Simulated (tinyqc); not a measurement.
Inside a calculation: six-band hole subbands of a thin body in a field. Values are carried at full precision from step to step, so a last printed digit may differ when a step is redone from the rounded ones.

Constants: hbar^2/2m0 = 3.80998211 eV angstrom^2.

Parameters, chosen for this exercise (near those of a p-type Ge channel; the results hold for these values, not for the real material):
- S = (9.85, -2.68, 15.18) 1/TPa (compliances s11, s12, s44)
- sx = -2 GPa (stress along the channel [1-10], negative in compression)
- b = -2.57 eV (tetragonal potential)
- d = -5.23 eV (trigonal potential)
- g1 = 13.43 (Luttinger gamma1)
- g2 = 4.22 (gamma2)
- g3 = 5.7 (gamma3)
- face = 001 (surface)
- Dso = 0.286 eV (spin-orbit splitting)
- t = 70 angstrom (body thickness)
- F = 0.2 MV/cm (field across the body)
- kmax = 0.1 1/angstrom (end of the path)

## Strain and its block

exx = eyy = (s11 + s12) sx/2, ezz = s12 sx, exy = -s44 sx/4 (1 GPa/TPa = 1e-3). With e0 the traceless part, B_XX = 2b e0xx - b (e0yy + e0zz) and B_XY = sqrt(3) d exy.

strain, rows x, y, z and columns alike:
$$\begin{pmatrix}
-0.007170 & 0.007590 & 0 \\
0.007590 & -0.007170 & 0 \\
0 & 0 & 0.005360
\end{pmatrix}$$

B (eV), rows X, Y, Z and columns alike:
$$\begin{pmatrix}
0.03220 & -0.06875 & 0 \\
-0.06875 & 0.03220 & 0 \\
0 & 0 & -0.06440
\end{pmatrix}$$

## Confinement masses without spin-orbit coupling

C(n n^T)/c has C_XX = (g1 + 4 g2) nx^2 + (g1 - 2 g2)(ny^2 + nz^2) and C_XY = 6 g3 nx ny, n the unit normal; its eigenvalues are the inverse masses along n.

C(n n^T)/c, rows X, Y, Z and columns alike:
$$\begin{pmatrix}
4.9900 & 0 & 0 \\
0 & 4.9900 & 0 \\
0 & 0 & 30.3100
\end{pmatrix}$$

masses (m0): [0.2004, 0.2004, 0.0330]

## The matrix for one sine at q = 0

Basis X, Y, Z times spin, hole energies counted downwards from the unstrained edge (the hydrostatic shift is left out), c = hbar^2/2m0. For a symmetric tensor T let C(T) have C_XX = L Txx + M (Tyy + Tzz), C_XY = N Txy (cyclic), L = c (g1 + 4 g2), M = c (g1 - 2 g2), N = 6 c g3. k = q + kz n, n the unit normal, q = k1 u + k2 v with u along the channel [1-10] and v = n x u. H = C(k k^T) + (Dso/3)(1 - L.sigma) - B + e F z with (L_k)_ij = -i epsilon_kij; B is the block C built from the traceless strain with 2b, -b and sqrt(3) d in place of L, M, N. Strain: exx = eyy = (s11 + s12) sx/2, ezz = s12 sx, exy = -s44 sx/4. Hard walls at z = 0 and t; basis sin(j pi z/t), j = 1 to Nz: kz^2 = (j pi/t)^2, kz = -i D with D_jl = 4 j l/(t (j^2 - l^2)), z_jj = t/2 and z_jl = -8 t j l/(pi (j^2 - l^2))^2 for j + l odd; 1 MV/cm = 0.01 eV/angstrom.

Nz = 1, in meV.

H (meV), rows X+, Y+, Z+, X-, Y-, Z- and columns alike:
$$\begin{pmatrix}
171.42 & 68.75+95.33i & 0 & 0 & 0 & -95.33 \\
68.75-95.33i & 171.42 & 0 & 0 & 0 & 95.33i \\
0 & 0 & 462.34 & 95.33 & -95.33i & 0 \\
0 & 0 & 95.33 & 171.42 & 68.75-95.33i & 0 \\
0 & 0 & 95.33i & 68.75+95.33i & 171.42 & 0 \\
-95.33 & -95.33i & 0 & 0 & 0 & 462.34
\end{pmatrix}$$

## Its levels

Diagonalise; the levels come in pairs. Give each pair and its weights on X, Y, Z, summed over spin and averaged over the pair.

levels (meV): [48.91, 222.99, 533.29]

weights, rows X, Y, Z; columns pair 1, pair 2, pair 3:
$$\begin{pmatrix}
0.493 & 0.397 & 0.110 \\
0.493 & 0.397 & 0.110 \\
0.014 & 0.207 & 0.779
\end{pmatrix}$$

## More sines

The four lowest pairs at q = 0.

Hole energies (meV):
```
Nz  pair 1  pair 2  pair 3  pair 4
1    48.91  222.99  533.29       -
2    43.77  171.97  219.49  385.97
4    43.66  168.23  219.44  360.30
8    43.66  168.22  219.44  360.28
16   43.66  168.22  219.44  360.28
```

One sine is 5.24 meV off in the top subband, since the field mixes the sines. The second pair lies 124.6 meV deeper.

## Dispersion of the top subband

Nz = 14; the two lowest levels (spin-split where the field breaks inversion), in meV from their value at q = 0.

Energies (meV):
```
|q| (1/angstrom)     u a     u b    v a    v b  [100] a  [100] b
0.025              47.67   52.43   6.34   9.41    26.54    32.01
0.050             102.05  113.53  16.03  20.59    75.40    88.34
0.075             124.42  130.41  27.35  30.88   123.39   130.58
0.100             153.97  156.14  42.58  44.61   178.55   182.38
```

From the mean of each pair in the first row, c q^2/E gives 0.05 m0 along u, 0.30 m0 along v and 0.08 m0 along [100]. The largest distance between a and b in the table is 12.94 meV. These masses hold for the first row only: the band bends further out.

## Checks

- Top level at q = 0 on (001) without field and stress against c (g1 - 2 g2)(pi/t)^2, eV: both 0.03829.
- Hermiticity, and E(q) against E(-q): they agree to 1e-10 or better.

tinyqc: `OMP_NUM_THREADS=1 python tinyqc.py 1251329 1251330 out.jsonl`; about 0.3 s, one thread, shared Intel(R) Xeon(R) Processor @ 2.30GHz.
